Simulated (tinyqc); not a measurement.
On-chip interconnect, size-dependent resistivity and RC delay: two steps of the calculation.

A rectangular line between two neighbours and two ground planes. Surface and grain-boundary scattering are added to the bulk resistivity as corrections; capacitances are parallel-plate values without fringing; inductance is ignored.

Parameters, values chosen for the exercise; metal values close to those of copper:
- Lw = 110 um (line length)
- Rd = 8900 ohm (driver resistance)
- Cl = 0.34 fF (load capacitance)
- dt = 75 ps (time step)

Question 1. Ladder and Elmore delays. 6 equal pi sections: series Rs = r Lw/6; node capacitances c Lw/6, halved at nodes 0 and 6, with Cl added to node 6; Rd feeds node 0. Elmore delay of node k: the sum, over the resistors on the path to k, of resistance times all capacitance downstream of it.

r = 467.33978 ohm/um
c = 0.18263238 fF/um

Wanted: Rs; C; Elmore delay.

Answer 1.

Rs = 8567.9 ohm

```
node  C (fF)  Elmore delay (ps)
0     1.6741             181.82
1     3.3483             342.52
2     3.3483             474.52
3     3.3483             577.84
4     3.3483             652.48
5     3.3483             698.42
6     2.0141             715.68
```

The far-end value equals Rd (c Lw + Cl) + r Lw (c Lw/2 + Cl) for any number of pi sections; the line resistance contributes 74.6 % of it.

Question 2. Node voltages after a time step. A 1 V step is applied behind Rd at t = 0. C dv/dt = -G v + b, with G the conductance matrix of the ladder (1/Rs between neighbours, 1/Rd added at node 0) and b = (1 V/Rd, 0, ...). Trapezoidal step: (C/dt + G/2) v(new) = (C/dt - G/2) v + b.

Rs = 8567.8959 ohm

```
node     C (fF)  v at t = 1 dt (V)
0     1.6741302          1.0042360
1     3.3482603          0.4297499
2     3.3482603          0.1840231
3     3.3482603          0.0790741
4     3.3482603          0.0346168
5     3.3482603          0.0166415
6     2.0141302          0.0113968
```

Find: v at t = 2 dt.

Answer 2.

v at t = 2 dt, node 0 to 6 (V): 0.58057  0.59331  0.40242  0.23782  0.13417  0.08019  0.06210

Range of the model: The metal width is under the mean free path, where the thick-limit surface term and the simple sum of corrections lose accuracy.

Numbers from tinyqc (`OMP_NUM_THREADS=1 python tinyqc.py 2100061 2100062 out.jsonl`; about 0.01 s on one thread of a shared Intel Xeon 2.30GHz).
